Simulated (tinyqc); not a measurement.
Hubbard ring of 3 sites, step by step. Computed by tinyqc, a small Python program that keeps every step. Settings: hopping = 1.73, U = 3.6, mixing = 1, iteration cap = 56. Command: `OMP_NUM_THREADS=1 python tinyqc.py 20521 20522 out.jsonl` (the two numbers bound the seeds that draw the settings). One thread of a shared host (Intel(R) Xeon(R) Processor @ 2.60GHz), about 0.2 s of CPU time with the checks. Later iterations appear only in the table of the cycle.

## Mean-field iteration 1

one-body matrix (hopping and site energies) (eV), lower triangle:
```
           1          2         3
1   0.000000
2  -1.730000   0.000000
3  -1.730000  -1.730000  0.000000
```

U = 3.600000 eV

electrons, up and down: 2  1

mixing = 1

n(up) at the start (a guess, not normalised): 1 0.667000, 2 0.667000, 3 0.667000

n(down) at the start (a guess): 1 0.333000, 2 0.333000, 3 0.333000

H(up) = T + U n(down), H(down) = T + U n(up); fill the lowest levels; n(new) = n + mixing (n(out) - n); E = tr T (rho up + rho down) + U sum n_up n_down of the output.

levels, up (eV): -2.261200  2.928800  2.928800

levels, down (eV): -1.058800  4.131200  4.131200

energy = -2.790000 eV

n(up) after iteration 1: 1 0.382623, 2 0.959761, 3 0.657616

n(down) after iteration 1: 1 0.333333, 2 0.333333, 3 0.333333

The highest filled level is degenerate with an empty one, so which vector is filled is an arbitrary choice.

## Mean-field iteration 2

As before.

levels, up (eV): -2.260000  2.930000  2.930000

levels, down (eV): -1.195677  3.596148  4.799529

energy = -2.527885 eV

n(up) after iteration 2: 1 0.707368, 2 0.359801, 3 0.932831

n(down) after iteration 2: 1 0.472654, 2 0.214960, 3 0.312386

The highest filled level is degenerate with an empty one, so which vector is filled is an arbitrary choice.

## Mean-field iteration 3

As before.

levels, up (eV): -2.287518  2.668018  3.219500

levels, down (eV): -1.202283  3.629856  4.772427

energy = -2.459446 eV

n(up) after iteration 3: 1 0.298488, 2 0.938406, 3 0.763106

n(down) after iteration 3: 1 0.290856, 2 0.488505, 3 0.220639

## Convergence

Each step fills the lowest levels of T + U n(other spin) and sets n(new) = n + mixing (n(out) - n); stop when output and input agree to 1e-8.

Course of the cycle:
```
iteration       E (eV)  largest |n(out) - n(in)|  mean |n_up - n_down|
1          -2.79000000                  2.93e-01              0.333333
2          -2.52788475                  6.00e-01              0.333333
3          -2.45944628                  5.79e-01              0.333333
4          -2.36614288                  6.60e-01              0.333333
5          -2.30516973                  6.24e-01              0.333333
6          -2.26306521                  6.51e-01              0.333333
7          -2.24089139                  6.35e-01              0.333333
8          -2.22936455                  6.41e-01              0.333333
9          -2.22404327                  6.36e-01              0.333333
10         -2.22160259                  6.38e-01              0.333333
11         -2.22048880                  6.36e-01              0.333333
...                ...                       ...                   ...
46         -2.21962475                  6.36e-01              0.333333
47         -2.21962475                  6.36e-01              0.333333
48         -2.21962475                  6.36e-01              0.333333
49         -2.21962475                  6.36e-01              0.333333
50         -2.21962475                  6.36e-01              0.333333
51         -2.21962475                  6.36e-01              0.333333
52         -2.21962475                  6.36e-01              0.333333
53         -2.21962475                  6.36e-01              0.333333
54         -2.21962475                  6.36e-01              0.333333
55         -2.21962475                  6.36e-01              0.333333
56         -2.21962475                  6.36e-01              0.333333
```

Not converged within 56 iterations: the residual has stopped falling. The lowest mean-field energy found from random starts is -2.98701 eV. Reruns (cap 100 unless said): mixing 0.2: not converged; mixing 0.5: converged in 61 (E = -2.98701); mixing 0.9: converged in 31 (E = -2.98701); the original settings with a cap of 400: not converged.

## The many-body Hamiltonian

Basis: all placements (u, d, 2, 0 on each site), up operators ordered before down ones; hops carry the sign of the same-spin electrons passed.

H (eV), lower triangle:
```
           2u0        u20        uud        20u        udu        u02        duu        02u
2u0   3.600000
u20  -1.730000   3.600000
uud  -1.730000  -1.730000   0.000000
20u  -1.730000   0.000000   0.000000   3.600000
udu   0.000000  -1.730000   0.000000  -1.730000   0.000000
u02   0.000000   0.000000  -1.730000  -1.730000  -1.730000   3.600000
duu   1.730000   0.000000   0.000000  -1.730000   0.000000   0.000000   0.000000
02u   0.000000   1.730000   0.000000   0.000000  -1.730000   0.000000  -1.730000   3.600000
0u2   0.000000   0.000000   1.730000   0.000000   0.000000  -1.730000  -1.730000  -1.730000

          0u2
0u2  3.600000
```

## Exact diagonalisation (9 states)

Lowest levels of the sector, and the double occupancy of the lowest state.

lowest levels (eV): -3.245202  -3.245202  0.000000  2.510614  2.510614  3.600000

double occupancy per site = 0.137121

## The lowest level by Lanczos steps

From a random start vector (not printed): a_j = <q_j|H|q_j>, b_j = norm of the remainder after orthogonalising; the Ritz value is the lowest eigenvalue of the tridiagonal matrix of a and b so far.

Lanczos:
```
j  a_j (eV)  b_j (eV)  lowest Ritz value (eV)
1  0.891536  3.053777              0.89153646
2  0.135237  2.551522             -2.56371411
3  4.592346  3.437454             -3.06907999
4  2.684399  1.026449             -3.23839356
5  2.496481         0             -3.24520162
```
